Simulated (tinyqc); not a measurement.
Inside a calculation: band gaps under pressure and temperature from deformation potentials. Values are carried at full precision from step to step, so a last printed digit may differ when a step is redone from the rounded ones.

Murnaghan: V/V0 = (1 + Bp P/B0)^(-1/Bp), B0 = (C11 + 2 C12)/3. Each gap moves by a ln(V/V0) with its volume potential a, and falls with temperature by aV T^2/(T + bV) (Varshni); the two effects are added. No change of phase is considered.

Inputs chosen for the exercise (near those of InAs, the X and L potentials typical of such crystals; not measured data):

| symbol | value | unit | meaning |
|---|---|---|---|
| C11 | 82.7 | GPa |  |
| C12 | 45.5 | GPa |  |
| Bp | 4.15 |  | pressure derivative of the bulk modulus |
| P | 1.7 | GPa | pressure |
| Eg | 0.423 | eV | gap at Gamma to the s-like level at 0 K, 0 GPa |
| EgX | 1.454 | eV | gap to X at 0 K, 0 GPa |
| EgL | 1.133 | eV | gap to L at 0 K, 0 GPa |
| aG | -6.07 | eV | volume potential of the Gamma gap |
| aX | 1.23 | eV | volume potential of the X gap |
| aL | -3.68 | eV | volume potential of the L gap |
| aV | (0.263, 0.272, 0.28) | meV/K | Varshni alpha of Gamma, X, L |
| bV | (94, 93, 97) | K | Varshni beta of Gamma, X, L |
| T | 200 | K | temperature |
| aT | 4.3 | 1e-6/K | linear thermal expansion near 300 K |

## Volume under pressure

Give B0, V/V0, ln(V/V0), the change of the lattice constant and the linear estimate -P/B0.

B0 = 57.90 GPa
V/V0 = 0.97267
ln(V/V0) = -0.02771
change of a = -0.919 %
-P/B0 = -0.02936

The stiffening under pressure makes the compression 5.6 % smaller than the linear estimate.

## Gaps at P and T

Give both shifts and the gaps.

pressure shifts (eV): Gamma 0.1682, X -0.0341, L 0.1020

temperature shifts (eV): Gamma -0.0358, X -0.0371, L -0.0377

gaps (eV): Gamma 0.5554, X 1.3828, L 1.1972

The lowest valley is Gamma (direct gap), 642 meV below L; at 0 K and 0 GPa it is Gamma.

## Pressure coefficients

Expand in P: E = E0 + c1 P + c2 P^2 with c1 = -a/B0 and c2 = a Bp/(2 B0^2).

c1 (meV/GPa): Gamma 104.84, X -21.24, L 63.56

c2 (meV/GPa^2): Gamma -3.757, X 0.761, L -2.278

Gamma and L rise under pressure and X falls, as the signs of the volume potentials say.

## Pressures at which the valleys cross

Two gaps meet at ln(V/V0) = -(E_i - E_j)/(a_i - a_j), with the gaps at T and P = 0; then P = (B0/Bp)(exp(-Bp ln(V/V0)) - 1). A dash marks expansion or a compression beyond ln(V/V0) = -0.3.

Crossings:

| pair | E_i - E_j (eV) | ln(V/V0) | P (GPa) |
|---|---|---|---|
| Gamma-X | -1.0296 | -0.1410 | 11.10 |
| Gamma-L | -0.7081 | -0.2963 | 33.76 |
| L-X | -0.3216 | -0.0655 | 4.36 |

The lowest valley changes at 11.10 GPa (Gamma to X). The real crystal changes phase near 7 GPa, so a crossing above that is not reached.

## How much of dE/dT is thermal expansion

At 300 K: dE/dT = -aV T (T + 2 bV)/(T + bV)^2; expansion alone gives 3 aT a; the rest is electron-phonon coupling.

dE/dT (meV/K): Gamma -0.2480, X -0.2568, L -0.2633

from expansion (meV/K): Gamma -0.0783, X 0.0159, L -0.0475

remainder (meV/K): Gamma -0.1697, X -0.2726, L -0.2158

Expansion supplies 32 % of the slope at Gamma and 18 % at L; at X it works against the fall.

## Checks

- Slope of the Gamma gap at P = 0 by finite differences against c1 (meV/GPa): both 104.84.

Computed by tinyqc, a small Python program: `OMP_NUM_THREADS=1 python tinyqc.py 1080510 1080511 out.jsonl` (the numbers bound the seed that draws the inputs); one thread of a shared host (Intel(R) Xeon(R) Processor @ 2.30GHz), about 0.01 s for the whole set of steps.
